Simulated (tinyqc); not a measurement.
Worked calculation: coupled-perturbed Hartree-Fock on RHF in the sto-6g basis, for BeH2, spin multiplicity 1. One step of it, computed by the program tinyqc.

Question. Coupled step 2. U_ai = -(mu_ai + sum_bj [4 (ai|bj) - (ab|ij) - (aj|bi)] U_bj) / (e_a - e_i); alpha = -4 sum U_ai mu_ai.

U after step 1, order a4, a5, a6, a7:
$$\begin{pmatrix}
-0.017841 & -1.958092 & 0.000000 \\
0.000111 & 0.012225 & 0.000000 \\
0.000000 & 0.000000 & 0.000000 \\
0.000000 & 0.000000 & 0.000000
\end{pmatrix}$$

dipole integrals <a|z|i> (bohr), order a4, a5, a6, a7:
$$\begin{pmatrix}
0.146124 & 0.962044 & 0.000000 \\
-0.000912 & -0.006006 & 0.000000 \\
0.000000 & 0.000000 & 0.000000 \\
0.000000 & 0.000000 & 0.000000
\end{pmatrix}$$

orbital energies (hartree): MO1 -4.593554, MO2 -0.444884, MO3 -0.407476, MO4 0.209753, MO5 0.209753, MO6 0.422301, MO7 0.843373

Two-electron integrals over orbitals (pq|rs), unique and non-zero (hartree):
```
(11|11) 2.280651    (21|11) -0.193600   (21|21) 0.025762    (22|11) 0.477070
(22|21) -0.006158   (22|22) 0.389679    (31|31) 0.005689    (32|31) 0.012758
(32|32) 0.163637    (33|11) 0.444311    (33|21) -0.002297   (33|22) 0.402840
(33|33) 0.425905    (41|41) 0.016039    (42|41) 0.014897    (42|42) 0.048003
(43|43) 0.013823    (44|11) 0.570054    (44|21) -0.007233   (44|22) 0.362693
(44|33) 0.348960    (44|44) 0.450117    (51|51) 0.016039    (52|51) 0.014897
(52|52) 0.048003    (53|53) 0.013823    (54|54) 0.024258    (55|11) 0.570054
(55|21) -0.007233   (55|22) 0.362693    (55|33) 0.348960    (55|44) 0.401601
(55|55) 0.450117    (61|11) -0.196840   (61|21) 0.026938    (61|22) -0.006705
(61|33) -0.003455   (61|44) -0.005038   (61|55) -0.005038   (61|61) 0.028363
(62|11) 0.127401    (62|21) -0.006830   (62|22) -0.021226   (62|33) -0.044492
(62|44) 0.058758    (62|55) 0.058758    (62|61) -0.005340   (62|62) 0.080204
(63|31) -0.001496   (63|32) -0.093209   (63|63) 0.083685    (64|41) 0.016408
(64|42) 0.047160    (64|64) 0.051132    (65|51) 0.016408    (65|52) 0.047160
(65|65) 0.051132    (66|11) 0.482022    (66|21) -0.007322   (66|22) 0.390222
(66|33) 0.400807    (66|44) 0.364351    (66|55) 0.364351    (66|61) -0.007315
(66|62) -0.029925   (66|66) 0.405957    (71|31) 0.010761    (71|32) 0.019338
(71|63) -0.000872   (71|71) 0.020662    (72|31) 0.003950    (72|32) -0.043440
(72|63) 0.062160    (72|71) 0.007707    (72|72) 0.057708    (73|11) 0.144881
(73|21) -0.004436   (73|22) -0.003979   (73|33) -0.019578   (73|44) 0.063665
(73|55) 0.063665    (73|61) -0.003464   (73|62) 0.075752    (73|66) -0.022273
(73|73) 0.084627    (74|43) 0.013609    (74|74) 0.016686    (75|53) 0.013609
(75|75) 0.016686    (76|31) 0.010702    (76|32) 0.142420    (76|63) -0.092684
(76|71) 0.016616    (76|72) -0.052854   (76|76) 0.138996    (77|11) 0.566347
(77|21) -0.007955   (77|22) 0.418607    (77|33) 0.436508    (77|44) 0.386270
(77|55) 0.386270    (77|61) -0.008237   (77|62) -0.029295   (77|66) 0.427947
(77|73) -0.005556   (77|77) 0.476609
```

Give: U after step 2; polarisability.

Answer.

U after step 2, order a4, a5, a6, a7:
$$\begin{pmatrix}
-0.011 & -2.122 & 0.000 \\
0.000 & 0.013 & 0.000 \\
0.000 & 0.000 & 0.000 \\
0.000 & 0.000 & 0.000
\end{pmatrix}$$

polarisability = 8.174 bohr^3
